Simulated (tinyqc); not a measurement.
Stability and critical current from long pulses.

Inverse problem. For long pulses a magnetic tunnel junction switches at I = Ic0 [1 - ln(tp/t0)/Delta]. Find Ic0 and Delta.

Parameters, values chosen for the exercise:
```
symbol,value,unit,meaning
t0,1,ns,attempt time
```

switching current for pulses of 0.0001 and 0.1 s (uA): 21.922081  19.814512

Answer. I is linear in ln tp: it equals Ic0 at tp = t0, and the slope is -Ic0/Delta.

Ic0 = 25.43 uA
Delta = 83.36

tinyqc, about 0.01 s, one thread, Intel Xeon 2.30GHz (shared host): `OMP_NUM_THREADS=1 python tinyqc.py 2450120 2450121 out.jsonl`
